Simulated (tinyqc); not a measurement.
What moves the results: cyclotron resonance of ellipsoidal valleys, Si type. A value that a table varies takes the place of the one given here.

Valleys along [100], [010], [001] (each with its opposite partner), mass ml along the axis and mt across it. B lies in the (1-10) plane, b = (sin(theta)/sqrt2, sin(theta)/sqrt2, cos(theta)). For the angle phi between B and the axis, 1/mc^2 = cos^2(phi)/mt^2 + sin^2(phi)/(mt ml). Resonance: h nu = 2 muB B/mc, h = 2 pi hbar.

Constants: hbar = 6.58211957e-16 eV s; muB = 5.788381798e-05 eV/T.

Inputs chosen for the exercise (near those of Si; not measured data):
- ml = 0.878 m0 (longitudinal mass)
- mt = 0.197 m0 (transverse mass)
- ths = (0, 20, 35, 50, 65, 80, 90) degrees (angles)
- g1 = 4.27 (Luttinger gamma1)
- g2 = 0.34 (gamma2)
- g3 = 1.45 (gamma3)
- theta = 84 degrees (angle of B from [001] towards [110])
- nu = 35 GHz (microwave frequency)

## Rotating the field

mc against theta; [100] and [010] stay equal in this plane.

Cyclotron masses (m0):

| theta (degrees) | [100] | [001] |
|---|---|---|
| 0 | 0.4159 | 0.1970 |
| 20 | 0.3793 | 0.2066 |
| 35 | 0.3321 | 0.2283 |
| 50 | 0.2930 | 0.2669 |
| 65 | 0.2674 | 0.3270 |
| 80 | 0.2542 | 0.3958 |
| 90 | 0.2518 | 0.4159 |

All valleys give one line at theta = 54.7 degrees, B along [111], with mc = 0.2835. The [001] pair goes from mt to sqrt(ml mt), a factor 2.11; the other four only fall from sqrt(ml mt) to 0.2518, since their angle to B never drops below 45 degrees.

## Heavy and light holes (cyclotron masses of warped hole bands)

E = c k^2 f(n) with f = g1 -/+ 2 sqrt(g2^2 + 3 (g3^2 - g2^2)(nx^2 ny^2 + ny^2 nz^2 + nz^2 nx^2)). For the orbit through k = 0 perpendicular to b = (sin(theta)/sqrt2, sin(theta)/sqrt2, cos(theta)), mc is the mean of 1/f over the directions n in that plane (180 evenly spaced angles). Quantum effects of the lowest levels are left out.

Cyclotron masses (m0):

| theta (degrees) | heavy | light |
|---|---|---|
| 0 | 0.4213 | 0.1682 |
| 20 | 0.4700 | 0.1592 |
| 35 | 0.5375 | 0.1511 |
| 50 | 0.5743 | 0.1472 |
| 65 | 0.5707 | 0.1480 |
| 80 | 0.5569 | 0.1525 |
| 90 | 0.5527 | 0.1546 |

The heavy mass varies by 36 % over the table, with its largest listed value at 50 degrees ([111] lies at 54.7) and its smallest at 0; the light mass varies by 14.3 %. The warping term enters both with the same size, but it is set against a small inverse mass in one and a large one in the other (along [111], g1 - 2 g3 = 1.37 and g1 + 2 g3 = 7.17).

## What each parameter does

Resonance fields B = h nu mc/(2 muB) of the valleys [100] and [001]. Each row changes one parameter from the base and keeps the others.

Results:

| case | [100] (T) | [001] (T) |
|---|---|---|
| base | 0.3159 | 0.5105 |
| ml = 1.01 m0 | 0.3198 | 0.5456 |
| mt = 0.177 m0 | 0.2866 | 0.4826 |
| theta = 80 degrees | 0.3179 | 0.4949 |
| nu = 38.5 GHz | 0.3475 | 0.5615 |

The largest shifts from the base row, up to three for each result and ties (the steps differ in size, so this ranks the rows, not the parameters). [100] (T): nu +0.0316, mt -0.0293, ml +0.0039. [001] (T): nu +0.0510, ml +0.0351, mt -0.0279.

tinyqc: `OMP_NUM_THREADS=1 python tinyqc.py 1281419 1281420 out.jsonl`; about 0.01 s, one thread, shared Intel(R) Xeon(R) Processor @ 2.30GHz.
